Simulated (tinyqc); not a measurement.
# Planar metal-insulator-metal capacitor: capacitance, non-linearity, leakage and relaxation: what changes with what

A film between two metal electrodes, each interface adding a series capacitance ci. The small-signal permittivity is ek (1 + aq E^2); the field is found with the linear permittivity. Leakage J = J0 sinh(E/Ef). After a voltage step the film passes a relaxation current kr C V tt^(-nr), tt being the time in seconds.

Inputs (values chosen for the exercise); permittivity of the order of that of tantalum oxide: relative permittivity of the film ek = 27; film thickness t = 10 nm; capacitance of each electrode interface (dead layer and screening) ci = 1000 uF/cm^2; quadratic field coefficient of the permittivity aq = 0.01 cm^2/MV^2; bias V = 1 V; exponent of the relaxation current nr = 0.96; strength of the relaxation kr = 0.00032; leakage prefactor J0 = 8.3e-10 A/cm^2; field for an e-fold rise of the leakage Ef = 0.42 MV/cm; duration of the write pulse t0 = 1e-7 s.

Constants: eps0 = 8.8541878128e-14 F/cm where lengths are in cm. Results are converted to the units shown.

Each table varies one quantity; the others keep the values above.

## Capacitance, non-linearity and leakage against thickness

Planar film: Cf = eps0 ek/t, 1/C = 1/Cf + 2/ci, EOT = 3.9 eps0/C, effective permittivity C t/eps0, E = (V/t) C/Cf; quadratic coefficient [C(V)/C - 1]/V^2 with Cf (1 + aq E^2) in C(V).

Capacitance, non-linearity and leakage against thickness:
```
t (nm)  C (uF/cm^2)  EOT (nm)  effective permittivity  E (MV/cm)  quadratic coefficient (ppm/V^2)  J (A/cm^2)
2.5           9.383    0.3680                   26.49      3.925                          1.507e5    4.749e-6
3.7           6.379    0.5414                   26.66      2.668                          7.022e4    2.383e-7
5.5           4.309    0.8014                   26.77      1.803                          3.220e4    3.033e-8
8.2           2.899     1.191                   26.84      1.212                          1.461e4    7.420e-9
12            1.984     1.740                   26.89     0.8300                             6862    2.937e-9
18            1.325     2.607                   26.93     0.5541                             3062    1.441e-9
27           0.8839     3.907                   26.95     0.3697                             1364   8.287e-10
40           0.5969     5.785                   26.97     0.2497                            622.8   5.230e-10
60           0.3981     8.674                   26.98     0.1665                            277.1   3.378e-10
```

C falls from 9.38 to 0.398 uF/cm^2 while the effective permittivity goes from 26.5 to 27.0 (ek = 27). EOT is a straight line in t with slope 3.9/ek = 0.144 and intercept 0.00691 nm. The quadratic coefficient goes as t^(-1.95) between the first two rows and t^(-2.00) between the last two (-2 without interfaces), and J falls by 4.15 decades. For t = 2.5, 3.7 direct tunnelling, left out, would add to the leakage.

## Charge lost after writing

Planar film: Cf = eps0 ek/t, 1/C = 1/Cf + 2/ci, EOT = 3.9 eps0/C, effective permittivity C t/eps0, E = (V/t) C/Cf. A capacitor written for t0 and then left open loses, as a share of C V, kr (tt^(1 - nr) - t0^(1 - nr))/(1 - nr) by relaxation and J tt/(C V) by leakage; both are taken as small, and rows far outside that range are left out.

The same in every row: leakage current (nA/cm^2) = 4.399.

Result of one run:
```
tt (s)  relaxation current (nA/cm^2)  loss by relaxation (%)  loss by leakage (%)  total loss (%)
1e-6                         4.381e5                 0.04051             1.849e-7         0.04051
```

What becomes of these results when the time since the start of the write pulse tt is changed from 1e-6 to 0.01 s, all else the same?

Result of the changed run:
```
tt (s)  relaxation current (nA/cm^2)  loss by relaxation (%)  loss by leakage (%)  total loss (%)
0.01                           63.33                  0.2456             0.001849          0.2474
```

The whole series:
```
tt (s)  relaxation current (nA/cm^2)  loss by relaxation (%)  loss by leakage (%)  total loss (%)
1e-6                         4.381e5                 0.04051             1.849e-7         0.04051
1e-5                         4.804e4                 0.08492             1.849e-6         0.08492
0.0001                          5267                  0.1336             1.849e-5          0.1336
0.001                          577.6                  0.1870             1.849e-4          0.1872
0.01                           63.33                  0.2456             0.001849          0.2474
0.1                            6.944                  0.3098              0.01849          0.3283
1                             0.7614                  0.3802               0.1849          0.5650
10                           0.08348                  0.4573                1.849           2.306
```

The two currents are equal at tt = 0.161 s. The loss by relaxation grows from 0.0405 to 0.457 %, by 0.0444 points over the first decade and 0.0772 over the last, while the loss by leakage grows tenfold a decade. Leakage is the larger loss for tt = 10 s.

Computed by the program tinyqc: `OMP_NUM_THREADS=1 python tinyqc.py 2102097 2102098 out.jsonl`, one thread of a shared Intel Xeon 2.30GHz, about 0.01 s for the whole run.
